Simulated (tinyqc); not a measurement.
# MOS structure on a p-type body with a doping step, non-linear Poisson equation by Newton steps: effect of the acceptor density above the step on threshold, swing and body effect

One dimension, insulator interface at x = 0, acceptor density N1 for x < x1 and Na beyond, net doping C = -(acceptor density). psi is counted from the intrinsic level: n = ni exp((psi - Vb)/Vt), p = ni exp(-psi/Vt); deep in the body psi_b = -Vt ln(Na/ni). The gate acts through Cox = eps0 eox/tox and has the potential psi_G = Vg - (phiM - chi - Vt ln(Nc/ni)). Boltzmann statistics, full ionisation, classical densities, no oxide or interface charge. Acceptors in real wide-gap material are deep and only partly ionised in the neutral body.

ni = sqrt(Nc Nv) exp(-Eg/(2 Vt)), Eg in volts. The Poisson equation d/dx(eps0 eps_r dpsi/dx) = -q (p - n + C), with eps0 eps_r dpsi/dx = -Cox (psi_G - psi_0) at x = 0, is solved on a mesh of about 600 nodes or more. N_inv is the integral of n less its value deep in the body. VT is the Vg at which N_inv = 2e11 cm^-2. m = 1/(dpsi_0/dVg) at N_inv = 1e8 cm^-2; the swing is the Vg between N_inv = 1e8 and 1e9 cm^-2; body coefficient [VT(Vb + 0.05 V) - VT(Vb)]/0.05 V - 1.

Parameters, values chosen for the exercise; band and dielectric values close to those of 4H silicon carbide: temperature T = 350 K; band gap Eg = 3.28 eV; relative permittivity eps_r = 9.68; conduction-band density of states at T Nc = 2.15e19 cm^-3; valence-band density of states at T Nv = 3.19e19 cm^-3; electron affinity chi = 3.61 eV; acceptor density deep in the body Na = 8.8e16 cm^-3; relative permittivity of the gate insulator (close to silicon dioxide) eox = 3.9; insulator thickness tox = 6 nm; gate work function phiM = 4.01 eV; electron quasi-Fermi potential against the body Vb = 0 V; depth of the doping step x1 = 120 nm.

Constants: q = 1.602176634e-19 C, kB = 1.380649e-23 J/K, Vt = kB T/q, eps0 = 8.8541878128e-14 F/cm where lengths are in cm. Results are converted to the units shown.

Effect of the acceptor density above the step on threshold, swing and body effect:

| N1 (cm^-3) | VT (V) | psi_0 - psi_b at VT (V) | m - 1 | swing (mV/decade) | body coefficient |
|---|---|---|---|---|---|
| 1.1e17 | 0.908 | 3.04 | 0.0867 | 76.0 | 0.0867 |
| 1.6e17 | 1.02 | 3.04 | 0.101 | 77.0 | 0.0988 |
| 2.4e17 | 1.18 | 3.05 | 0.132 | 79.1 | 0.129 |
| 3.5e17 | 1.35 | 3.05 | 0.161 | 81.2 | 0.159 |
| 5.1e17 | 1.55 | 3.06 | 0.193 | 83.4 | 0.190 |
| 7.5e17 | 1.81 | 3.07 | 0.234 | 86.2 | 0.229 |
| 1.1e18 | 2.11 | 3.07 | 0.282 | 89.6 | 0.276 |

What does the comparison show?

As N1 goes from 1.1e17 to 1.1e18, VT rises from 0.908 to 2.11 V, the swing rises from 76.0 to 89.6 mV/decade and the body coefficient rises from 0.0867 to 0.276. The swing stays within 0.72 % of m Vt ln 10, and the body coefficient within 0.0064 of m - 1.

Numbers from tinyqc (`OMP_NUM_THREADS=1 python tinyqc.py 2080137 2080138 out.jsonl`; about 0.6 s on one thread of a shared Intel Xeon 2.30GHz).
